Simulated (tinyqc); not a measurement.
Cooling rate: nucleation and growth of vacancy voids in a cooling silicon-like crystal. Computed by tinyqc, a small Python program. Command: `OMP_NUM_THREADS=1 python tinyqc.py 3026012 3026013 out.jsonl voids walk`. One thread of a shared host (Intel(R) Xeon(R) Processor @ 2.30GHz), about 0.2 s of CPU time with the checks.

Spherical voids; vacancies are lost only to voids.

Inputs (values chosen for the exercise, close to those used for silicon): vacancy density at the melting point C_m = 4.4e+14 1/cm^3; formation energy E_f = 4.08 eV; melting point T_m = 1685 K; diffusion prefactor D0 = 0.0015 cm^2/s; migration energy E_m = 0.41 eV; site density rho = 5e+22 1/cm^3; void surface energy gamma = 0.996 J/m^2; cooling rate q = 2 K/min; vacancy excess C0 = 1e+14 1/cm^3; temperature step = 0.25 K.

Vacancy supply: given.

Constants: k_B = 8.617333262e-05 eV/K; k_B = 1.380649e-23 J/K.

Method:
- C = C0 as given.
- C_e = C_m exp[-(E_f/k_B)(1/T - 1/T_m)]; D = D0 exp(-E_m/(k_B T)); f = k_B T ln(C/C_e); r* = 2 gamma/(rho f); W* = 16 pi gamma^3/(3 rho^2 f^2); Z = f/sqrt(12 pi W* k_B T); I = rho Z (4 pi r* D C) exp(-W*/(k_B T)).
- March down from 1500 K in steps dT, dt = dT/q, with values at the upper end of each step: a class of I dt voids is born with r*; then all classes grow by r^2 += 2 D (C - C_e) dt/rho; C falls by the vacancies added to voids. Stop at 1150 K. T_n is the T of the largest I, N the final count (classes under 1e-6 /cm^3 are dropped), and the mean radius the number average.

initial excess C = 1.00e+14 1/cm^3

At fixed C:
```
q (K/min)  T_n (K)  N (1/cm^3)  mean radius (nm)
0.2        1407.00  1.6803e+04            303.09
0.5        1402.75  6.5240e+04            192.73
1.0        1399.25  1.8203e+05            136.84
2.0        1395.75  5.0784e+05             97.15
4.0        1391.75  1.4168e+06             68.97
8.0        1387.75  3.9521e+06             48.96
20.0       1382.00  1.5336e+07             31.13
```

What does the comparison show, and why?

Over the rows N goes as q^1.48 and the radius as q^-0.49, near the 3/2 and -1/2 of the scaling argument (depletion time 1/(4 pi N r D) equal to the time in the nucleation range, at fixed N r^3). T_n drops only 25 K for a factor 100 in q. Fast cooling gives many small voids, which an anneal can dissolve.

Extremes, crossings and ranges named in words are read from the listed rows.
